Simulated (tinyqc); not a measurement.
## In-plane mass from two subband densities

Question. At zero temperature each occupied subband holds N_k = D (EF - E_k), D = md m0 q/(pi hbar^2) per eV. Two subbands are occupied. Find md, EF - E1 and EF - E2.

Constants: q = 1.602176634e-19 C, hbar = 1.054571817e-34 J s, m0 = 9.1093837015e-31 kg. Results are converted to the units shown.

N1, N2 (cm^-2): 4.5970574e12  6.3e10
E2 - E1 = 54 meV

Answer. N1 - N2 = D (E2 - E1) gives D and so md; each N_k/D is a distance to EF.

md = 0.201 m0
EF - E1 = 54.8 meV
EF - E2 = 0.750 meV

Program tinyqc, `OMP_NUM_THREADS=1 python tinyqc.py 2140131 2140132 out.jsonl`; Intel Xeon 2.30GHz, shared host, one thread, about 0.1 s.
